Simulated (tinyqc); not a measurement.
From results back to parameters: Slater-Koster d bands of a bcc metal. Three cases, with inputs chosen for the exercise.

Problem. In a bcc d band E(t2g) = +/-((8/3) dds + (16/9) ddp + (32/9) ddd) + f2 (4 ddp + 2 ddd) and E(eg) = +/-((16/3) ddp + (8/3) ddd) + f2 (3 dds + 3 ddd), with + at Gamma and - at H = (1,0,0). ddd is given; the four levels come from hidden dds, ddp and f2.

Case 1.

Values chosen (out of a larger set: of the size met in Mo; not measured data): ddd = -0.163 eV (dd delta).

levels (eV): t2g Gamma -1.62705, eg Gamma 1.25007, t2g H 4.16140, eg H -5.68859

Case 2.

Values chosen (out of a larger set: of the size met in W; not measured data): ddd = -0.103 eV (dd delta).

levels (eV): t2g Gamma -1.49059, eg Gamma 1.59149, t2g H 4.34052, eg H -6.21117

Case 3.

Values chosen (out of a larger set: of the size met in Nb; not measured data): ddd = -0.046 eV (dd delta).

levels (eV): t2g Gamma -1.54979, eg Gamma 1.37934, t2g H 3.05643, eg H -4.05000

Find: f2; dds, ddp.

Solution. Half differences between Gamma and H give the first-neighbour parts and half sums the second. The eg half difference gives ddp and the t2g one dds. Since 4 ddp + 2 ddd is 3/4 of (16/3) ddp + (8/3) ddd, f2 is 4/3 of the ratio of the t2g half sum to the eg half difference; the eg half sum then serves as a check. Without ddd these four levels would not fix the three integrals.

Case 1.

f2 = 0.487

dds, ddp (eV): -1.356  0.732

Case 2.

f2 = 0.487

dds, ddp (eV): -1.478  0.783

Case 3.

f2 = 0.370

dds, ddp (eV): -1.157  0.532

Computed by tinyqc, one run a case: `OMP_NUM_THREADS=1 python tinyqc.py N N+1 out.jsonl` with N = 1481363, 1481424, 1481603; one thread of a shared Intel(R) Xeon(R) Processor @ 2.30GHz, about 0.06 s a run at most.
